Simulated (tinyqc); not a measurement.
Geometry relaxation of a small cluster: one step, computed by the program tinyqc.

E = sum_i {sum_j A exp(-p (r_ij/r0 - 1)) - xi sqrt(rho_i)}, rho_i = sum_j exp(-2 q (r_ij/r0 - 1)); the force on i is -sum_j w_ij (R_i - R_j)/r_ij with w_ij = -(2p/r0) A exp(-p (r_ij/r0 - 1)) + (xi q/r0) exp(-2 q (r_ij/r0 - 1)) (rho_i^(-1/2) + rho_j^(-1/2)).

Question. The first two steps. BFGS: R(new) = R + B F with the inverse Hessian B = eta 1 at first; with s = R(new) - R, y = F - F(new), rho = 1/(y.s): B(new) = (1 - rho s y^T) B (1 - rho y s^T) + rho s s^T, skipped if y.s is not positive. No atom moves more than 0.3 angstrom a step (the whole step is scaled). Stop when the largest force component is below 1e-5 eV/angstrom.

Inputs (values chosen for the exercise, for model atoms):

| quantity | value | unit |
|---|---|---|
| length r0 | 2.9 | angstrom |
| repulsion A | 0.13 | eV |
| hopping xi | 1.96 | eV |
| decay p | 10.6 | - |
| decay q | 2.44 | - |
| step factor eta | 0.023 | angstrom^2/eV |

Potential: Gupta. Method: BFGS.

starting positions (angstrom):
```
           x      y      z
atom 1  -0.1  -0.03   0.17
atom 2  2.66  -0.05  -0.22
atom 3  1.57   2.51  -0.04
```

Give: positions after step 1; energy after step 1; positions after step 2; energy after step 2.

Answer.

positions after step 1 (angstrom):
```
              x        y        z
atom 1  -0.0553  -0.0058   0.1639
atom 2   2.6199  -0.0231  -0.2141
atom 3   1.5653   2.4590  -0.0399
```

energy after step 1 = -7.9409 eV

positions after step 2 (angstrom):
```
             x       y        z
atom 1  0.1438  0.1189   0.1371
atom 2  2.4574  0.0859  -0.1900
atom 3  1.5288  2.2252  -0.0371
```

energy after step 2 = -7.6351 eV
